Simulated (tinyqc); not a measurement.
# Resistance of a source-drain extension with a graded tip: what changes with what

y runs along the channel, the gate covers y > 0. The doping is N0 for y < y0 and N0 10^(-(y - y0)/la) beyond, uniform over the depth xj. Sheet conductance s(y) = q mu(N) max(N - Nch, 0) xj + (for y > 0) ma Cox Vo, with mu(N) = u0 + (u1 - u0)/(1 + (N/Nr)^au) and Cox = eps0 eox/tox. Current is taken as one-dimensional; depletion of the tip, spreading and the contact are left out. The metallurgical junction lies at yj, where N = Nch.

Parameters, values chosen for the exercise; mobility law close to that of electrons in silicon: relative permittivity of the gate insulator (close to zirconium oxide) eox = 25; insulator thickness tox = 9.3 nm; active doping of the extension far from the gate N0 = 8.3e19 cm^-3; lateral abruptness la = 2.3 nm/decade; position under the gate where the fall begins (gate edge at 0) y0 = 0.6 nm; depth of the extension xj = 27 nm; channel doping Nch = 3.3e18 cm^-3; spacer length Ls = 6 nm; gate overdrive Vo = 0.86 V; mobility of the gate-induced layer ma = 130 cm^2/(V s); mobility at low doping u1 = 1414 cm^2/(V s); mobility at high doping u0 = 68.5 cm^2/(V s); reference doping Nr = 9.2e16 cm^-3; exponent au = 0.711; gate length Lg = 50 nm.

Constants: q = 1.602176634e-19 C, eps0 = 8.8541878128e-14 F/cm where lengths are in cm. Results are converted to the units shown.

Each table varies one quantity; the others keep the values above.

## Abruptness at a fixed junction position

R_spacer = integral of dy/s from -Ls to 0, R_ov from 0 to yj, R_channel = (Lg - 2 yj)/(ma Cox Vo), R_total = 2 R_spacer + 2 R_ov + R_channel. Electrical length L_eff = ma Cox dR_total/d(1/Vo); R_series = R_total - L_eff/(ma Cox Vo). y0 is moved with la so that yj stays at 3.8213 nm.

The same in every row: yj (nm) = 3.821; R_channel (ohm um) = 159.2.

Abruptness at a fixed junction position:
```
la (nm/decade),R_spacer (ohm um),R_ov (ohm um),R_total (ohm um),L_eff (nm),R_series (ohm um)
1,2.201,2.815,169.2,42.97,7.731
1.7,2.201,3.891,171.4,43.36,8.433
2.5,2.201,5.121,173.8,43.80,9.235
3.2,2.264,6.147,176.0,44.18,9.983
3.9,2.584,6.980,178.3,44.53,10.96
4.7,3.244,7.742,181.2,44.89,12.44
5.4,4.046,8.285,183.8,45.18,14.06
6.2,5.183,8.800,187.1,45.47,16.27
```

Read the table: what changes, and by how much?

As la goes from 1 to 6.2 nm/decade, R_total rises from 169 to 187 ohm um, R_spacer rises from 2.20 to 5.18 ohm um and R_ov rises from 2.81 to 8.80 ohm um. R_total changes on average by 3.45 ohm um for each nm/decade. L_eff exceeds the metallurgical length by 0.612 nm in the first row and 3.11 nm in the last, since the gate also controls the lightly doped tips.

## Effect of the gate overdrive

Same model as above.

The same in every row: yj (nm) = 3.821; R_spacer (ohm um) = 2.201.

Effect of the gate overdrive:
```
Vo (V),R_ov (ohm um),R_channel (ohm um),R_total (ohm um),L_eff (nm),R_series (ohm um)
0.15,10.20,912.6,937.4,42.69,17.66
0.3,7.841,456.3,476.4,42.96,13.64
0.45,6.586,304.2,321.8,43.18,11.64
0.6,5.762,228.2,244.1,43.38,10.39
0.75,5.163,182.5,197.3,43.56,9.525
0.9,4.701,152.1,165.9,43.73,8.879
1.05,4.331,130.4,143.4,43.88,8.378
1.2,4.025,114.1,126.5,44.02,7.976
```

As Vo goes from 0.15 to 1.2, R_total falls from 937 to 127 ohm um, L_eff rises from 42.7 to 44.0 nm and R_series falls from 17.7 to 7.98 ohm um. Both extracted quantities depend on the overdrive at which they are taken.

Program tinyqc, `OMP_NUM_THREADS=1 python tinyqc.py 2282035 2282036 out.jsonl`; Intel Xeon 2.30GHz, shared host, one thread, about 0.05 s.
